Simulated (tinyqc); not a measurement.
Static response in three, two and one dimensions: static screening by free carriers.

Lindhard at zero temperature: eps(q)/eps = 1 + (qTF/q)^2 L(x), x = q/(2 kF), L(x) = 1/2 + ((1 - x^2)/(4x)) ln|(1 + x)/(1 - x)|.

kF = 0.925803 1/angstrom
qTF = 1.49250 1/angstrom

x = q/(2 kF). Response over its long-wave value: L3 as above; L2 = 1 for x <= 1 and 1 - sqrt(1 - 1/x^2) beyond; L1 = ln|(1 + x)/(1 - x)|/(2x).

Response:

| x | L3 | L2 | L1 | eps(q)/eps, Lindhard 3D | Thomas-Fermi |
|---|---|---|---|---|---|
| 0.101 | 0.997 | 1.000 | 1.003 | 64.48 | 64.69 |
| 0.303 | 0.969 | 1.000 | 1.032 | 7.856 | 8.077 |
| 0.505 | 0.910 | 1.000 | 1.101 | 3.319 | 3.548 |
| 0.707 | 0.812 | 1.000 | 1.246 | 2.055 | 2.300 |
| 0.910 | 0.644 | 1.000 | 1.679 | 1.505 | 1.785 |
| 0.990 | 0.527 | 1.000 | 2.673 | 1.349 | 1.663 |
| 1.031 | 0.436 | 0.757 | 2.028 | 1.267 | 1.611 |
| 1.112 | 0.344 | 0.563 | 1.321 | 1.181 | 1.525 |
| 1.314 | 0.224 | 0.351 | 0.760 | 1.084 | 1.376 |
| 1.617 | 0.139 | 0.214 | 0.447 | 1.035 | 1.248 |
| 2.224 | 0.070 | 0.107 | 0.218 | 1.009 | 1.131 |

What can be read from this table?

Next to x = 1 the table has L3 = 0.527 and 0.436, L2 = 1.000 and 0.757, L1 = 2.673 and 2.028: an infinite slope in 3D, a kink in 2D and a logarithmic peak in 1D, where the whole Fermi surface is joined by 2 kF. These features give Friedel oscillations of period pi/kF = 3.39 angstrom at zero temperature; they wash out once kT nears EF, so this table, for T = 0, describes the gas only where EF is well above kT. Thomas-Fermi overstates eps(q) by 6.9 % at x = 0.505 and by 20.7 % at x = 1.617.

Run: tinyqc, `OMP_NUM_THREADS=1 python tinyqc.py 1650604 1650605 out.jsonl`; Intel(R) Xeon(R) Processor @ 2.30GHz, one thread, shared host; about 0.01 s of CPU time with all checks.
